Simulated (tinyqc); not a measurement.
# Free and trapped electrons in a MOS channel with a dense trap tail: effects of single changes

p-type body, charge-sheet picture, full ionisation (an idealisation for deep acceptors), Boltzmann statistics for free electrons. e = Ec - EF at the surface. Acceptor-like traps of density D(E) = D0 + De exp(-E/Ew) at depth E below Ec, from 0 to Eu, hold n_t = integral of D(E)/(1 + exp((e - E)/Vt)). psi = Eg - Vt ln(Nv/Na) - e; N_dep = sqrt(2 eps0 eps_r Na (psi - Vt)/q); n_f = sqrt(N_dep^2 + 2 eps0 eps_r Vt Nc exp(-e/Vt)/q) - N_dep; Vg = Vfb + psi + q (N_dep + n_t + n_f)/Cox, Cox = eps0 eox/tox.

Values chosen for this exercise; band and dielectric values close to those of gallium nitride: temperature T = 300 K; band gap Eg = 3.35 eV; relative permittivity eps_r = 9.55; conduction-band density of states at T Nc = 2.33e18 cm^-3; valence-band density of states at T Nv = 4.52e19 cm^-3; relative permittivity of the insulator eox = 3.9; insulator thickness tox = 43 nm; acceptor density Na = 7.4e16 cm^-3; flat-band voltage without trapped charge Vfb = -2.38 V; constant background density of acceptor-like traps D0 = 1.2e10 cm^-2 eV^-1; density of the tail at the conduction edge De = 6.1e13 cm^-2 eV^-1; decay energy of the tail Ew = 0.06 eV; depth below Ec down to which the traps reach Eu = 0.57 eV; mobility of free electrons mf = 170 cm^2/(V s).

Constants: q = 1.602176634e-19 C, kB = 1.380649e-23 J/K, Vt = kB T/q, eps0 = 8.8541878128e-14 F/cm where lengths are in cm. Results are converted to the units shown.

Each table varies one quantity; the others keep the values above.

## Free and trapped charge against gate voltage

Free share n_f/(n_f + n_t); swing ln 10 n_f/(dn_f/dVg); field-effect mobility mf q (dn_f/dVg)/Cox, for a constant mf; oxide field q (N_dep + n_t + n_f)/(eps0 eox).

Results:
columns A: Vg (V); B: e (eV); C: n_f (cm^-2); D: n_t (cm^-2); E: free share (%); F: swing (mV/decade); G: field-effect mobility (cm^2/(V s)); H: oxide field (MV/cm)
```
A             B         C         D         E      F         G       H
3.5      0.3239   7.739e5  2.563e10  0.003020  138.2  0.004375  0.7023
4.9      0.1289   1.410e9  5.779e11    0.2434   1188    0.9271  0.9825
7.8     0.04540  3.482e10  1.935e12     1.768   3045     8.929   1.637
9.2     0.01889  9.489e10  2.557e12     3.578   3313     22.37   1.957
10.6  -0.007549  2.507e11  3.083e12     7.521   3342     58.59   2.276
12     -0.03332  6.120e11  3.404e12     15.24   4135     115.6   2.596
13.4   -0.05357  1.165e12  3.537e12     24.78   6172     147.5   2.917
14.9   -0.06932  1.849e12  3.594e12     33.97   9054     159.5   3.262
```

Estimate the missing row, Vg = 6.4 V.

Computed row:
columns A: Vg (V); B: e (eV); C: n_f (cm^-2); D: n_t (cm^-2); E: free share (%); F: swing (mV/decade); G: field-effect mobility (cm^2/(V s)); H: oxide field (MV/cm)
```
A          B         C         D       E     F      G      H
6.4  0.07656  1.057e10  1.281e12  0.8180  2325  3.549  1.319
```

With this row back in the table: n_f reaches 1e11 cm^-2 at Vg = 9.28 V, against 4.11 V without traps. The free share rises from 0.00302 to 34.0 % and the field-effect mobility rises from 0.00437 to 159 cm^2/(V s), although mf = 170 is constant: in the last row 93.8 % of Cox dVg goes into free electrons. The swing in the first row is 138 mV a decade (Vt ln 10 = 59.5). For Vg = 7.8, 9.2, 10.6, 12, 13.4, 14.9 EF lies less than 2 Vt below the band edge, or above it, where degeneracy and confinement, left out, matter.

## Effect of the decay energy of the tail

VT is the Vg for n_f = 1e11 cm^-2; swing ln 10 n_f/(dn_f/dVg) at n_f = 1e8 cm^-2; the last three columns are for Vg = VT + 3.4 V, with free share n_f/(n_f + n_t) and field-effect mobility mf q (dn_f/dVg)/Cox; there EF is near the band edge, where Boltzmann statistics are rough.

Effect of the decay energy of the tail:
columns A: Ew (eV); B: e at VT (eV); C: VT (V); D: q n_t/Cox at VT (V); E: swing (mV/decade); F: n_f (cm^-2); G: free share (%); H: field-effect mobility (cm^2/(V s))
```
A           B      C      D      E         F      G      H
0.03  0.01749  6.237  2.125  131.6  1.088e12  38.61  149.6
0.05  0.01749  8.214  4.103  312.4  9.170e11  24.05  139.2
0.07  0.01749  10.37  6.254  633.7  8.205e11  16.76  131.0
0.09  0.01749  12.59  8.482   1018  7.598e11  12.64  124.8
0.11  0.01749  14.84  10.72   1412  7.185e11  10.07  120.1
0.13  0.01749  17.05  12.93   1787  6.888e11  8.352  116.3
0.15  0.01749  19.19  15.08   2135  6.664e11  7.149  113.3
0.17  0.01749  21.24  17.13   2452  6.491e11  6.270  110.9
```

As Ew goes from 0.03 to 0.17, VT rises from 6.24 to 21.2 V, its part due to traps rises from 2.13 to 17.1 V, the swing rises from 132 to 2450 mV/decade and the field-effect mobility falls from 150 to 111 cm^2/(V s). In every row e is under 2 Vt already at VT, so VT too is rough.

Computed by the program tinyqc: `OMP_NUM_THREADS=1 python tinyqc.py 2222111 2222112 out.jsonl`, one thread of a shared Intel Xeon 2.30GHz, about 0.02 s for the whole run.
